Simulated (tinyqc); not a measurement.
Shallow donor in an anisotropic valley (effective-mass theory): sweeps and comparisons. A value that a table varies takes the place of the one given here.

One valley: H = -c [(d2/dx2 + d2/dy2)/mt + (d2/dz2)/ml] - q/(eps r), c = hbar^2/2m0, q = e^2/(4 pi eps0). Trial function exp(-sqrt((x^2 + y^2)/a^2 + z^2/b^2)) with a > b: T = (c/3)(2/(mt a^2) + 1/(ml b^2)), V = -(q/eps) atan(u/b)/u, u = sqrt(a^2 - b^2). The central cell of the impurity is left out.

Constants: hbar^2/2m0 = 3.80998211 eV angstrom^2; e^2/(4 pi eps0) = 14.39964547 eV angstrom; Ry = 13.60569312 eV; a0 (Bohr radius) = 0.5291772105 angstrom.

Inputs chosen for the exercise (near those of a group-V donor in Si; the results hold for these values, not for the real material):
- mt = 0.183 m0 (transverse mass)
- eps = 11.5 (dielectric constant)
- xs = (1.3, 2.2, 3.5, 5.9, 13, 29, 59, 94) (ratios ml/mt)
- E0 = -29.7 meV (single-valley level)
- D0 = 4.5 meV (central-cell shift)
- D1 = 2.1 meV (coupling of perpendicular valleys)
- D2 = 1.44 meV (coupling of opposite valleys)
- ml = 0.915 m0 (longitudinal mass)

## Mass anisotropy

mt and eps fixed, ml varied. Energies in units of Ry*(mt) = Ry mt/eps^2 and lengths in a*(mt) = a0 eps/mt; the last two columns use one mass, 3/(1/ml + 2/mt) or (ml mt^2)^(1/3).

Results:

| ml/mt | a/a* | b/a | binding | conductivity mass | density-of-states mass |
|---|---|---|---|---|---|
| 1.30 | 0.947 | 0.911 | 1.089 | 1.083 | 1.091 |
| 2.20 | 0.855 | 0.756 | 1.276 | 1.222 | 1.301 |
| 3.50 | 0.788 | 0.642 | 1.446 | 1.312 | 1.518 |
| 5.90 | 0.725 | 0.535 | 1.642 | 1.383 | 1.807 |
| 13.0 | 0.652 | 0.407 | 1.935 | 1.444 | 2.351 |
| 29.0 | 0.596 | 0.309 | 2.218 | 1.475 | 3.072 |
| 59.0 | 0.558 | 0.242 | 2.449 | 1.487 | 3.893 |
| 94.0 | 0.538 | 0.207 | 2.587 | 1.492 | 4.547 |

The binding grows from 1.09 to 2.59 Ry*(mt); for ml going to infinity the exact problem becomes two-dimensional, with 4 Ry*. The conductivity mass saturates at 1.5 and underbinds, by 16 % at ml/mt = 5.9; the density-of-states mass errs by +10 % there and by +76 % in the last row. With these mt and eps one unit is 18.83 meV.

## Strain along [001] (shallow donor in effective-mass theory, with valley-orbit splitting)

Basis: the 1s envelopes of the valleys +x, -x, +y, -y, +z, -z. Diagonal E0 - D0, element -D2 between opposite valleys and -D1 between perpendicular ones. Strain along [001] adds 2 Ds/3 to the z valleys and -Ds/3 to the others.

Ground level, gap to the next level, weight in the z valleys and contact density (sum of amplitudes)^2/6.

Results:

| Ds (meV) | ground (meV) | gap (meV) | z weight | contact density | ground less band edge (meV) |
|---|---|---|---|---|---|
| -120 | -115.94 | 3.18 | 0.997 | 0.382 | -35.94 |
| -40 | -63.27 | 3.84 | 0.975 | 0.490 | -36.60 |
| -15 | -48.27 | 5.51 | 0.836 | 0.737 | -38.27 |
| -5 | -44.53 | 8.43 | 0.534 | 0.959 | -41.19 |
| 0 | -44.04 | 11.28 | 0.333 | 1.000 | -44.04 |
| 5 | -44.42 | 9.99 | 0.194 | 0.975 | -42.75 |
| 15 | -46.53 | 8.77 | 0.075 | 0.890 | -41.53 |
| 40 | -53.96 | 7.86 | 0.017 | 0.783 | -40.62 |
| 120 | -80.12 | 7.36 | 0.002 | 0.711 | -40.12 |

The scale is the A1-E splitting 6 D1 = 12.6 meV. The contact density is largest without strain and falls to 0.382 and 0.711 at the ends, towards 1/3 (two valleys) and 2/3 (four valleys). The binding below the lowest band edge drops from 44.0 meV to 35.9 meV when the two z valleys are lowest and to 40.1 meV when the four others are, since fewer valleys share the coupling.

## What each parameter does

The minimum of the trial energy. Each row changes one parameter from the base and keeps the others.

Results:

| case | E (meV) | a (angstrom) | b (angstrom) | b/a |
|---|---|---|---|---|
| base | -29.74 | 24.74 | 14.02 | 0.567 |
| ml = 0.732 m0 | -28.17 | 25.63 | 15.70 | 0.613 |
| mt = 0.201 m0 | -31.94 | 22.85 | 13.39 | 0.586 |
| eps = 12.7 | -24.39 | 27.32 | 15.49 | 0.567 |

The largest shifts from the base row, up to three for each result and ties (the steps differ in size, so this ranks the rows, not the parameters). E (meV): eps +5.36, mt -2.20, ml +1.57. a (angstrom): eps +2.58, mt -1.88, ml +0.89. b (angstrom): ml +1.68, eps +1.46, mt -0.64. b/a: ml +0.046, mt +0.019; unchanged at the printed digits by eps. eps only rescales the solution (E as 1/eps^2, lengths as eps), so b/a depends on ml/mt alone.

(tinyqc, `OMP_NUM_THREADS=1 python tinyqc.py 1250667 1250668 out.jsonl`, Intel(R) Xeon(R) Processor @ 2.30GHz, 1 thread, shared host, about 0.01 s.)
